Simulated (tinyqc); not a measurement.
# Energy and delay of logic against supply voltage: effects of single changes

One expression serves below and above threshold: I(Vg) = Ik [ln(1 + exp((Vg - VT + dd V)/(al nf Vt)))]^al, with I_on = I(V) and I_off = I(0). Gate delay td = kd C V/I_on, clock period LD td. Per gate and cycle the switching energy is act C V^2 and the leakage energy I_off V LD td. No short-circuit current, no variation. Minima are sought above 0.09 V; below a few Vt gates no longer switch and the model has no meaning.

Inputs (values chosen for the exercise); values of the order met in logic technologies: temperature T = 330 K; threshold voltage at zero drain bias VT = 0.37 V; slope factor nf = 1.44; barrier lowering per volt of supply dd = 0.09; specific current of a gate Ik = 1.9 uA; exponent of the current law al = 1.43; load capacitance of a gate C = 1.6 fF; delay factor kd = 0.7; logic depth LD = 60; activity factor act = 0.05.

Constants: q = 1.602176634e-19 C, kB = 1.380649e-23 J/K, Vt = kB T/q. Results are converted to the units shown.

Each table varies one quantity; the others keep the values above.

## Energy and delay against supply voltage

EDP = energy times td.

Results:
```
V (V)	I_on (uA)	I_off (nA)	td (ps)	switching (aJ)	leakage (aJ)	energy (aJ)	EDP (fJ ps)
0.2	0.04408	0.3506	5082	3.200	21.38	24.58	124.9
0.31	0.6184	0.4464	561.4	7.688	4.661	12.35	6.933
0.53	11.75	0.7233	50.52	22.47	1.162	23.63	1.194
0.64	22.31	0.9206	32.13	32.77	1.136	33.90	1.089
0.76	36.03	1.198	23.62	46.21	1.290	47.50	1.122
0.87	50.23	1.524	19.40	60.55	1.543	62.10	1.204
0.98	65.77	1.939	16.69	76.83	1.903	78.73	1.314
1.09	82.49	2.467	14.80	95.05	2.387	97.44	1.442
1.2	100.3	3.137	13.40	115.2	3.026	118.2	1.584
```

Estimate the missing row, V = 0.42 V.

Computed row:
```
V (V)	I_on (uA)	I_off (nA)	td (ps)	switching (aJ)	leakage (aJ)	energy (aJ)	EDP (fJ ps)
0.42	4.061	0.5682	115.8	14.11	1.659	15.77	1.827
```

With this row back in the table: td falls from 5080 to 13.4 ps; the energy goes from 24.6 through a minimum of 12.3 (at V = 0.31 V among the rows listed) to 118 aJ and the EDP goes from 125 through a minimum of 1.09 (at V = 0.64 V among the rows listed) to 1.58 fJ ps. The exact minima lie at V = 0.319 V for the energy and 0.657 V for the EDP. Going from 1.2 V to the energy minimum saves a factor of 9.61 in energy and costs a factor of 35.6 in delay. Below the minimum the leakage energy rises faster than the switching energy falls, because the clock period grows so steeply.

## Optimum supplies against the logic depth

Same model as above.

V_min minimises the energy and V_EDP the product of energy and td.

Optimum supplies against the logic depth:
```
LD	V_min (V)	energy at V_min (aJ)	leakage share (%)	clock at V_min (MHz)	V_EDP (V)	clock at V_EDP (GHz)
8	0.2112	6.015	40.66	31.03	0.6478	3.986
12	0.2346	7.045	37.51	33.59	0.6485	2.663
20	0.2624	8.473	35.01	35.55	0.6499	1.605
30	0.2836	9.742	33.95	36.12	0.6516	1.076
50	0.3098	11.57	33.64	35.51	0.6550	0.6518
80	0.3338	13.57	34.34	33.68	0.6597	0.4131
150	0.3660	16.96	36.82	29.59	0.6695	0.2267
```

As LD goes from 8 to 150, V_min rises from 0.211 to 0.366 V, the energy there rises from 6.01 to 17.0 aJ, the clock there goes from 31.0 through a maximum of 36.1 (at LD = 30 among the rows listed) to 29.6 MHz and V_EDP rises from 0.648 to 0.670 V. act and LD enter V_min only through the ratio act/LD.

tinyqc, about 0.01 s, one thread, Intel Xeon 2.30GHz (shared host): `OMP_NUM_THREADS=1 python tinyqc.py 2082156 2082157 out.jsonl`
